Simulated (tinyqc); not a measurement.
Geometry relaxation of a small cluster: one step, computed by the program tinyqc.

E = sum_i {sum_j A exp(-p (r_ij/r0 - 1)) - xi sqrt(rho_i)}, rho_i = sum_j exp(-2 q (r_ij/r0 - 1)); the force on i is -sum_j w_ij (R_i - R_j)/r_ij with w_ij = -(2p/r0) A exp(-p (r_ij/r0 - 1)) + (xi q/r0) exp(-2 q (r_ij/r0 - 1)) (rho_i^(-1/2) + rho_j^(-1/2)).

Task: The first two steps. Conjugate gradient (Polak-Ribiere): d = F + beta d(old), beta = max(0, F.(F - F(old))/|F(old)|^2), d = F at first; step length from one secant, s = eta (F.d)/(F.d - F(R + eta d).d), replaced by eta if that is not positive; R(new) = R + s d. No atom moves more than 0.3 angstrom a step (the whole step is scaled). Stop when the largest force component is below 1e-5 eV/angstrom.

Inputs (values chosen for the exercise, for model atoms):
```
quantity,value,unit
length r0,2.33,angstrom
repulsion A,0.095,eV
hopping xi,1.37,eV
decay p,9.9,-
decay q,2.37,-
step factor eta,0.065,angstrom^2/eV
```

Potential: Gupta. Method: conjugate gradient.

starting positions (angstrom):
```
,x,y,z
atom 1,-0.03,0.24,0.11
atom 2,2.21,0.15,0.29
atom 3,0.95,1.77,-0.2
```

Give: positions after step 1; energy after step 1; positions after step 2; energy after step 2.

Result:

positions after step 1 (angstrom):
```
,x,y,z
atom 1,-0.068,0.124,0.136
atom 2,2.165,0.164,0.283
atom 3,1.033,1.872,-0.219
```

energy after step 1 = -5.742 eV

positions after step 2 (angstrom):
```
,x,y,z
atom 1,-0.017,0.091,0.148
atom 2,2.070,0.196,0.269
atom 3,1.077,1.873,-0.217
```

energy after step 2 = -5.829 eV
